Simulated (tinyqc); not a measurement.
Thin-body transistor below threshold, two-dimensional Poisson equation on a small mesh: course of the iteration: Jacobi sweep.

A thin body on a thick buried insulator of low permittivity, taken as carrying no normal field at the bottom of the body (row 0). Mobile charge is neglected (subthreshold), the body is fully depleted, and potentials are counted from the intrinsic level; rows run upward to the gate, columns from source to drain.

Mesh: rows i = 0..2 in the semiconductor (step hs = tb/2, row 2 on the interface), then 1 step(s) ho = tox/1 up to the gate row 3; columns j = 0..5 (step hy = L/5). Box integration, divided by eps0: up_i = eps hy/h of the interval above row i, dn_i = that of the interval below (0 for row 0), lat_i = (sum of eps h/2 over the intervals above and below)/hy, s_i = -q Na w_i hy/eps0 with w_i the semiconductor height of the box (hs/2 for row 0 and the interface row, hs between, 0 in the insulator). Each free node obeys (up + dn + 2 lat) psi = up psi(above) + dn psi(below) + lat [psi(left) + psi(right)] + s.

Free nodes: rows 0..2, columns 1..4, taken row by row from row 0, left to right. t = (up psi(above) + dn psi(below) + lat [psi(left) + psi(right)] + s)/(up + dn + 2 lat), with all neighbours from the previous sweep; psi(new) = t.

Stop when the largest change of psi is below 1e-7 V, or after 400 iterations. Fixed values: gate row Vg - Vfb; column 0 at Vbi and the last column at Vbi + Vd in the semiconductor, each running linearly to Vg - Vfb across the insulator.

Values chosen for this exercise; semiconductor permittivity close to that of silicon: relative permittivity of the semiconductor eps_r = 11.8; relative permittivity of the insulator eox = 3.9; body thickness tb = 8 nm; insulator thickness tox = 1.6 nm; channel length L = 33 nm; acceptor density of the depleted body Na = 6.4e17 cm^-3; potential of the source Vbi = 0.52 V; gate offset Vfb = 0.05 V; gate voltage Vg = 0 V; drain voltage Vd = 1 V.

Constants: q = 1.602176634e-19 C, eps0 = 8.8541878128e-14 F/cm where lengths are in cm. Results are converted to the units shown.

psi at the start (fixed values on the edges, free nodes at zero) (V):

|  | j=0 | j=1 | j=2 | j=3 | j=4 | j=5 |
|---|---|---|---|---|---|---|
| row 0 | 0.52000 | 0.00000 | 0.00000 | 0.00000 | 0.00000 | 1.52000 |
| row 1 | 0.52000 | 0.00000 | 0.00000 | 0.00000 | 0.00000 | 1.52000 |
| row 2 | 0.52000 | 0.00000 | 0.00000 | 0.00000 | 0.00000 | 1.52000 |
| row 3 | -0.05000 | -0.05000 | -0.05000 | -0.05000 | -0.05000 | -0.05000 |

| row | up | dn | lat | s (V) |
|---|---|---|---|---|
| 0 | 19.47 | 0 | 3.57576 | -0.152868 |
| 1 | 19.47 | 19.47 | 7.15152 | -0.305735 |
| 2 | 16.0875 | 19.47 | 4.04848 | -0.152868 |

Course of the iteration:

| iteration | psi at row 0, j = 2 (V) | largest \|change\| of one entry (V) |
|---|---|---|
| 1 | -0.00574226 | 0.198 |
| 2 | -0.00210298 | 0.144 |
| 3 | 0.00533565 | 0.0873 |
| 4 | 0.0179080 | 0.0675 |
| 5 | 0.0324511 | 0.0440 |
| 6 | 0.0477673 | 0.0360 |
| 7 | 0.0626384 | 0.0257 |
| 8 | 0.0768667 | 0.0212 |
| 9 | 0.0896991 | 0.0191 |
| ... | ... | ... |
| 82 | 0.183750 | 3.21e-7 |
| 83 | 0.183751 | 2.77e-7 |
| 84 | 0.183751 | 2.38e-7 |
| 85 | 0.183751 | 2.05e-7 |
| 86 | 0.183751 | 1.77e-7 |
| 87 | 0.183751 | 1.52e-7 |
| 88 | 0.183752 | 1.31e-7 |
| 89 | 0.183752 | 1.13e-7 |
| 90 | 0.183752 | 9.75e-8 |

Did this iteration meet its convergence test, and what does its course show?

Yes. Converged in 90 iterations. At the end each change is about 0.86 times the one before: linear convergence.

Computed by the program tinyqc: `OMP_NUM_THREADS=1 python tinyqc.py 2480068 2480069 out.jsonl`, one thread of a shared Intel Xeon 2.30GHz, about 0.1 s for the whole run.
